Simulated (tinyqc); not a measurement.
# Changing the diameter d

Model: single-domain magnet: Stoner-Wohlfarth switching, Neel-Arrhenius retention, LLG dynamics and spin torque. Computed by tinyqc, a small Python program. Command: `OMP_NUM_THREADS=1 python tinyqc.py 3011930 3011931 out.jsonl macro sweep`. One thread of a shared host (Intel(R) Xeon(R) Processor @ 2.30GHz), about 0.01 s of CPU time with the checks.

The moment is uniform, with unit vector m; z is the easy axis. mu_0 = 1.25663706212e-6 T m/A, gamma = 1.76085963023e11 rad/(s T).

Inputs (values chosen for the exercise, for a model magnet):
```
quantity,value,unit
saturation magnetisation M_s,1430,kA/m
thickness t,2,nm
interface anisotropy K_i,3.1,mJ/m^2
bulk anisotropy K_u,40,kJ/m^3
exchange stiffness A,19,pJ/m
temperature T,358,K
attempt frequency f0,10,GHz
waiting time t_w,1,s
damping alpha,0.013,-
spin-torque efficiency eta,0.46,-
drive I/I_c0,2.2,-
```

Shape: thin disc, easy axis normal to it.

Constants: k_B = 1.380649e-23 J/K; e = 1.602176634e-19 C; hbar = 1.054571817e-34 J s.

Method:
- The disc is treated as an oblate spheroid with p = t/d: N_z = [1 - p arccos(p)/sqrt(1 - p^2)]/(1 - p^2); V = pi d^2 t/4; K_eff = K_u + K_i/t + K_shape, K_shape = -(mu_0 M_s^2/4)(3 N_z - 1); mu_0 H_K = 2 K_eff/M_s.
- Delta = K_eff V/(k_B T); tau = exp(Delta)/f0; probability of a flip within t_w: P = 1 - exp(-t_w/tau). Wall width parameter sqrt(A/K_eff); a two-domain state costs 4 sqrt(A K_eff) times the cross-section that the wall cuts (d t).
- For axial symmetry and a polariser along z: I_c0 = (4 e alpha/(hbar eta)) K_eff V; relaxation time tau_D = (1 + alpha^2)/(alpha gamma mu_0 H_K); thermal start angle theta_0 = 1/sqrt(2 Delta); switching time about tau_D ln(pi/(2 theta_0))/(I/I_c0 - 1); precession frequency gamma mu_0 H_K/(2 pi (1 + alpha^2)).

One run for each value:
```
diameter d (nm),stability factor Delta,barrier of the wall path / k_B T,K_eff (kJ/m^3),critical current I_c0 (microampere),log10 of tau in s
6.0,11.5,42.5,1008,9.8,-4.99
7.3,15.5,49.3,916,13.2,-3.26
9.0,21.3,57.8,827,18.1,-0.75
11.0,28.9,67.2,751,24.5,2.54
13.0,37.3,76.4,694,31.6,6.18
16.0,51.3,89.7,631,43.6,12.30
20.0,72.9,106.8,573,61.9,21.66
30.0,140.5,148.3,491,119.2,51.00
```

Give the missing row, diameter d (nm) = 25.0.

Computed row; columns: (1) diameter d (nm); (2) stability factor Delta; (3) barrier of the wall path / k_B T; (4) K_eff (kJ/m^3); (5) critical current I_c0 (microampere); (6) log10 of tau in s:
```
(1)     (2)    (3)  (4)   (5)    (6)
25.0  104.2  127.8  525  88.5  35.27
```

Interpolating between the two neighbouring rows (linearly) misses most in log10 of tau in s, by 3.0 %. Over the rows, stability factor Delta rises from 11.5 to 140 (exponent d ln y / d ln x 1.5 between the first rows and 1.6 between the last); barrier of the wall path / k_B T rises from 42.5 to 148 (exponent d ln y / d ln x 0.76 between the first rows and 0.82 between the last); K_eff (kJ/m^3) falls from 1010 to 491 (exponent d ln y / d ln x -0.48 between the first rows and -0.36 between the last).  K_eff falls with d because N_z nears 1 as the disc gets flatter.

Caution (all rows): a flat cylinder has a smaller N_z than the spheroid of the same t/d, so K_eff of a real disc is larger.

Extremes, crossings and ranges named in words are read from the listed rows.
